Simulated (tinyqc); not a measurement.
Energy and delay of logic against supply voltage: one step of the calculation.

One expression serves below and above threshold: I(Vg) = Ik [ln(1 + exp((Vg - VT + dd V)/(al nf Vt)))]^al, with I_on = I(V) and I_off = I(0). Gate delay td = kd C V/I_on, clock period LD td. Per gate and cycle the switching energy is act C V^2 and the leakage energy I_off V LD td. No short-circuit current, no variation. Minima are sought above 0.09 V; below a few Vt gates no longer switch and the model has no meaning.

Task. New V. Minimum-energy supply: E(V) is the energy per gate and cycle; with h = 0.001 V, E' = (E(V + h) - E(V - h))/(2 h), E'' = (E(V - h) - 2 E(V) + E(V + h))/h^2, V(new) = V - E'/E''.

Values chosen for this exercise; values of the order met in logic technologies:
- T = 300 K (temperature)
- VT = 0.3 V (threshold voltage at zero drain bias)
- nf = 1.2 (slope factor)
- dd = 0.05 (barrier lowering per volt of supply)
- Ik = 0.45 uA (specific current of a gate)
- al = 1.68 (exponent of the current law)
- C = 0.74 fF (load capacitance of a gate)
- kd = 0.5 (delay factor)
- LD = 40 (logic depth)
- act = 0.1 (activity factor)

Constants: q = 1.602176634e-19 C, kB = 1.380649e-23 J/K, Vt = kB T/q. Results are converted to the units shown.

V at the start = 0.23 V

Find: E'; E''; V after iteration 1.

Result.

E' = 22.54 aJ/V
E'' = 387.7 aJ/V^2
V after iteration 1 = 0.1719 V

Program tinyqc, `OMP_NUM_THREADS=1 python tinyqc.py 2082090 2082091 out.jsonl`; Intel Xeon 2.30GHz, shared host, one thread, about 0.01 s.
